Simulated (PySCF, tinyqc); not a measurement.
RKS/PBE0 in the sto-3g basis, for BeH+, spin multiplicity 1, step by step. The lowest restricted solution is unstable here: a spin-polarised one lies 0.0104 hartree lower (PySCF). One step of it, computed by the program tinyqc.

Task: Orthogonalisation. S = U s U^T; symmetric (Loewdin) form X = U s^(-1/2) U^T, so that X^T S X = 1.

overlap S:
```
           1Be 1s    1Be 2s   1Be 2px   1Be 2py   1Be 2pz     2H 1s
1Be 1s   1.000000  0.259517  0.000000  0.000000  0.000000  0.008258
1Be 2s   0.259517  1.000000  0.000000  0.000000  0.000000  0.166610
1Be 2px  0.000000  0.000000  1.000000  0.000000  0.000000  0.000000
1Be 2py  0.000000  0.000000  0.000000  1.000000  0.000000  0.000000
1Be 2pz  0.000000  0.000000  0.000000  0.000000  1.000000  0.234673
2H 1s    0.008258  0.166610  0.000000  0.000000  0.234673  1.000000
```

Give: eigenvalues of S; X.

Result:

eigenvalues of S: 0.659  0.819  1.000  1.000  1.173  1.349

X:
```
         1Be 1s  1Be 2s  1Be 2px  1Be 2py  1Be 2pz   2H 1s
1Be 1s    1.027  -0.138    0.000    0.000   -0.003   0.014
1Be 2s   -0.138   1.039    0.000    0.000    0.016  -0.091
1Be 2px   0.000   0.000    1.000    0.000    0.000   0.000
1Be 2py   0.000   0.000    0.000    1.000    0.000   0.000
1Be 2pz  -0.003   0.016    0.000    0.000    1.022  -0.124
2H 1s     0.014  -0.091    0.000    0.000   -0.124   1.033
```
